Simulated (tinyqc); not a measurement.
# Ellipsometry and reflectance of a transparent film on an absorbing substrate: psi and Delta against the film thickness

Air (index 1), film, substrate with N2 = n2 - i k2; time factor exp(+i w t). q_j = sqrt(N_j^2 - sin^2 th), root with positive real part. Fresnel coefficients r_s = (q_a - q_b)/(q_a + q_b), r_p = (N_b^2 q_a - N_a^2 q_b)/(N_b^2 q_a + N_a^2 q_b). tan(Psi) exp(i Delta) = R_p/R_s, Delta taken from 0 to 360 degrees.

beta = 2 pi d q1/lam, X = exp(-2 i beta), R = (r01 + r12 X)/(1 + r01 r12 X) for p and s. The last column is the derivative of Delta.

Inputs (values chosen for the exercise); indices close to those of aluminium oxide on silicon:
```
symbol,value,unit,meaning
lam,632.8,nm,wavelength
th,70,degrees,angle of incidence
n1,1.668,,index of the transparent film
n2,3.882,,index of the substrate
k2,0.019,,extinction coefficient of the substrate
```

Psi and Delta against the film thickness:
```
d (nm),Psi (degrees),Delta (degrees),|R_p|^2,|R_s|^2,dDelta/dd (degrees/nm)
0,10.573,179.23,0.024204,0.69474,-3.2922
0.5,10.578,177.58,0.024228,0.69473,-3.2894
1,10.589,175.94,0.024277,0.69469,-3.2837
1.5,10.605,174.30,0.024350,0.69464,-3.2751
2,10.626,172.67,0.024449,0.69456,-3.2637
2.5,10.653,171.04,0.024572,0.69447,-3.2495
3,10.685,169.42,0.024720,0.69436,-3.2326
3.5,10.723,167.81,0.024893,0.69422,-3.2131
4,10.765,166.20,0.025091,0.69407,-3.1912
```

Delta falls from 179.23 to 166.20 degrees while Psi moves from 10.57 to 10.77: Delta changes 67.6 times as much as Psi. With the slope of the first row an error of 0.01 degree in Delta means 0.0030 nm.

tinyqc, about 0.01 s, one thread, Intel Xeon 2.30GHz (shared host): `OMP_NUM_THREADS=1 python tinyqc.py 2870112 2870113 out.jsonl`
